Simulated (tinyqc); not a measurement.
# Changing the anneal temperature T

Model: kinetics of strain relaxation and threading dislocations in mismatched semiconductor layers. Computed by tinyqc, a small Python program. Command: `OMP_NUM_THREADS=1 python tinyqc.py 3029188 3029189 out.jsonl threading sweep`. One thread of a shared host (Intel(R) Xeon(R) Processor @ 2.30GHz), about 0.01 s of CPU time with the checks.

60-degree dislocations on {111} planes of a (001) layer, isotropic elasticity. The Schmid factor is 1/sqrt(6), and a misfit segment relieves strain with b/2.

Inputs (values chosen for the exercise, modelled on Si(0.7)Ge(0.3) on Si):
```
quantity                         value         unit
misfit f                         0.013            -
shear modulus G                   61.2          GPa
Poisson ratio nu                  0.27            -
Burgers vector b                  3.89     angstrom
glide activation energy Q         1.94           eV
velocity prefactor v0            36000  m/s per MPa
layer thickness h                  100           nm
anneal time t                       73            s
initial thread density rho_0   7.4e+07       1/cm^2
multiplication constant delta    97000          1/m
```

Sources: multiplication.

Constants: k_B = 8.617333262e-05 eV/K.

Method:
- Excess resolved stress tau = (1/sqrt 6) [2 G (1 + nu)/(1 - nu)] (e - e_eq), e_eq = b (1 - nu/4) [ln(h/b) + 1]/(4 pi (1 + nu) h), the Matthews-Blakeslee strain of an uncapped layer; glide velocity v = v0 tau exp(-Q/(k_B T)), tau in MPa.
- Threads run in two directions, so de/dt = -(b/4) rho v, and they multiply as d rho/dt = delta rho v. With x = e - e_eq, x0 = f - e_eq (fully strained at t = 0) and v = m S x (m the mobility, S x = tau): rho = rho_0 + (4 delta/b)(x0 - x), so dx/dt = -k x (a - x), k = delta m S, a = x0 + b rho_0/(4 delta): a logistic law, x = a/[1 + (a/x0 - 1) exp(k a t)].
- The half time is that at which x = x0/2.

One run for each value; columns: (1) anneal temperature T (K); (2) initial velocity (micrometre/s); (3) half time (s); (4) share of the excess strain relieved (%); (5) thread density (1/cm^2):
```
(1)         (2)         (3)         (4)         (5)
611  3.5868e-03  7.7311e+03  1.6565e-01  7.5902e+07
630  1.0897e-02  2.5447e+03  5.1562e-01  7.9920e+07
648  2.9403e-02  9.4308e+02  1.4799e+00  9.0992e+07
667  7.9103e-02  3.5055e+02  4.7040e+00  1.2801e+08
686  2.0146e-01  1.3764e+02  1.7754e+01  2.7785e+08
704  4.6622e-01  5.9477e+01  6.6363e+01  8.3597e+08
723  1.0803e+00  2.5667e+01  9.9522e+01  1.2167e+09
742  2.3979e+00  1.1564e+01  1.0000e+02  1.2222e+09
760  4.9195e+00  5.6367e+00  1.0000e+02  1.2222e+09
```

Describe the trends.

Over the rows, initial velocity (micrometre/s) rises from 0.00359 to 4.92 (exponent d ln y / d ln x 36 between the first rows and 30 between the last); half time (s) falls from 7730 to 5.64 (exponent d ln y / d ln x -36 between the first rows and -30 between the last); share of the excess strain relieved (%) rises from 0.166 to 100.

Caution (all rows): at stresses above about 1 GPa the linear velocity law understates glide, as stress lowers the kink barrier. Caution (rows 686, 704, 723, 742, 760): blocking of threads by crossing misfit lines, left out here, leaves real layers with more strain.

Extremes, crossings and ranges named in words are read from the listed rows.
